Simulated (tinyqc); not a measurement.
MOS capacitor with interface traps: C-V stretch-out, conductance peak and subthreshold swing: one step, computed by the program tinyqc. Command: `OMP_NUM_THREADS=1 python tinyqc.py 3018404 3018405 out.jsonl mostraps walk`. One thread of a shared host (Intel(R) Xeon(R) Processor @ 2.30GHz), about 0.01 s of CPU time with the checks.

Energies at the interface are counted from the valence band. psi > 0 means bending towards depletion, so the surface potential is -psi. Boltzmann statistics, full ionisation, no quantum confinement. Traps are neutral when filled up to E_n, with a sharp (zero-temperature) occupation.

Problem. Conductance peak. v = sqrt(3 k_B T/m) with the majority mass; surface density n_s = N exp(-psi/k_B T); tau = 1/(sigma v n_s); for a continuum of levels G_p/omega = C_it ln(1 + omega^2 tau^2)/(2 omega tau), which peaks at omega tau = 1.98, the frequency 1.98/(2 pi tau); potential fluctuations are left out.

Inputs (values chosen for the exercise, modelled on InP, with an insulator like Al2O3):
```
quantity                              value   unit
electron mass m_e                    0.0817    m_0
doping N                            2.9e+15  cm^-3
capture cross-section sigma           3e-17   cm^2
band bending towards depletion psi     0.78      V
temperature T                           400      K
```

Substrate: n-type. Trap spectrum: flat plus a Gaussian peak.

k_B T = 0.03446933 eV

C_it = 0.01948245 microF/cm^2

Constants: k_B = 1.380649e-23 J/K; m_0 = 9.1093837015e-31 kg.

Give: v; n_s; trap time constant; peak frequency; peak of G_p/omega.

Solution.

v = 4.7182e+07 cm/s

n_s = 4.3135e+05 cm^-3

trap time constant = 1637.8 s

peak frequency = 1.9240e-04 Hz

peak of G_p/omega = 0.0078392 microF/cm^2

Caution: near and beyond midgap the traps also exchange with the minority band, so this majority-carrier time constant and peak do not apply.
